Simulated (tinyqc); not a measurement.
Formation energy of a charged point defect from supercell energies: one step, computed by the program tinyqc. Command: `OMP_NUM_THREADS=1 python tinyqc.py 3012440 3012441 out.jsonl formation walk`. One thread of a shared host (Intel(R) Xeon(R) Processor @ 2.30GHz), about 0.01 s of CPU time with the checks.

The host is a compound AB. Making the defect adds n_A = 1, n_B = -1 atoms to the cell. All total energies are inputs. E_F is counted from the valence-band maximum (VBM); x = 0 is A-rich and x = 1 B-rich growth.

Problem. Concentrations at the given E_F and T. E_f(q, E_F) = E_f(q, 0) + q E_F. c_q = N_s exp(-E_f(q, E_F)/k_B T), with all degeneracy factors one and no vibrational entropy.

Inputs (values chosen for the exercise, for a model compound AB):
```
quantity                   value      unit
gap E_g                     2.08        eV
dielectric constant eps      9.6         -
cell length L               20.9  angstrom
Fermi level E_F             1.21        eV
temperature T                600         K
site density N_s         2.8e+22     cm^-3
```

Defect: A on a B site. Supercell lattice: fcc.

charge states q: 0  -1  -2  -3

E_f(q, 0) (eV): (q=0) 2.836200, (q=-1) 3.554844, (q=-2) 4.324776, (q=-3) 5.151995

Constants: k_B = 8.617333262e-05 eV/K.

Give: Charge states; lowest formation energy; total concentration; mean charge.

Solution.

Charge states:
```
q   E_f (eV)  c_q (cm^-3)     share
0       2.84     4.21e-02  9.14e-12
-1      2.34     5.64e+02  1.22e-07
-2      1.90     2.80e+06  6.09e-04
-3      1.52     4.60e+09  9.99e-01
```

lowest formation energy = 1.52 eV

total concentration = 4.60e+09 cm^-3

mean charge = -3.00 e

State -3 holds 99.9 % of the defects. Caution: the largest image-charge correction in these energies, q^2 alpha e^2/(8 pi eps_0 eps L) with alpha = 2.888282, exceeds a quarter of the gap; the point-charge term alone is then a rough estimate, usually too large for a charge that is spread out.
